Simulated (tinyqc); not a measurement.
From results to parameters: minimal-basis H2. Computed by the program tinyqc with PySCF.

Problem. For two electrons in the two orbitals of minimal-basis H2, the CIS energies are e2 - e1 - J12 + 2 K12 and e2 - e1 - J12, and E_corr = D - sqrt(D^2 + K12^2) with 2D the energy of the double excitation. Find J12, K12, D, the MP2 energy and the weight of the double excitation.

orbital gap e2 - e1 = 0.48914181 hartree
CIS singlet and triplet energies (hartree): 0.430288  -0.053186
FCI correlation energy = -0.11581127 hartree

Solution. Half the singlet-triplet splitting is K12, the gap less the triplet energy is J12, D = (E_corr^2 - K12^2)/(2 E_corr), MP2 is -K12^2/(2 gap), and the weight is c^2/(1 + c^2) with c = E_corr/K12.

J12, K12, D (hartree): 0.542  0.242  0.194
MP2 correlation energy = -0.059734 hartree
weight of the double excitation = 0.187
